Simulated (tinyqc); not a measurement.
Arrhenius plot: admittance spectroscopy and thermally stimulated current of one trap level in a depletion layer. Computed by tinyqc, a small Python program. Command: `OMP_NUM_THREADS=1 python tinyqc.py 3112604 3112605 out.jsonl admit walk`. One thread of a shared host (Intel(R) Xeon(R) Processor @ 2.30GHz), about 0.01 s of CPU time with the checks.

A Schottky junction on n-type material holds one donor-like electron trap; shallow donors are fully ionised and abrupt depletion edges are assumed.

Inputs (values chosen for the exercise, modelled on n-type silicon):
```
quantity                         value    unit
density-of-states mass m          1.11     m_0
shallow doping N               2.2e+15  1/cm^3
trap depth E_t below the band    0.558      eV
capture cross section sigma    7.5e-15    cm^2
test frequency f                700000      Hz
```

Constants: k_B = 1.380649e-23 J/K; m_0 = 9.1093837015e-31 kg; h = 6.62607015e-34 J s; k_B = 8.617333262e-05 eV/K.

Method:
- N_c = 2 (2 pi m k_B T/h^2)^(3/2), v_th = sqrt(3 k_B T/m), emission rate e_n = sigma v_th N_c exp(-E_t/(k_B T)).
- Where the level crosses the Fermi level capture equals emission, so the trap follows the signal with the rate 2 e_n; G/omega peaks at omega = 2 e_n (the correction for large N_t/N is left out).
- Solve 2 e_n(T_p) = 2 pi f.
- T_p for 0.1, 0.3, 1, 3 and 10 f; least-squares lines of ln(e_n/T^2) and of ln(e_n) against 1/(k_B T), e_n = pi f; sigma = exp(intercept)/(v_th N_c/T^2).

peak temperature T_p = 440.824 K

Peaks:
```
f (Hz)    T_p (K)  1/(k_B T) (1/eV)  ln(e_n/T^2)  ln(e_n)
7.00e+04   387.02            29.985       0.3840   12.301
2.10e+05   411.05            28.232       1.3622   13.400
7.00e+05   440.82            26.325       2.4263   14.604
2.10e+06   471.75            24.599       3.3893   15.702
7.00e+06   510.65            22.725       4.4348   16.906
```

depth from e_n/T^2 = 0.558 eV

cross section from the intercept = 7.50e-15 cm^2

depth without the T^2 = 0.63427 eV

What does the comparison show, and why?

Leaving out T^2 adds 76 meV, near 2 k_B T_p = 76 meV.

Extremes, crossings and ranges named in words are read from the listed rows.
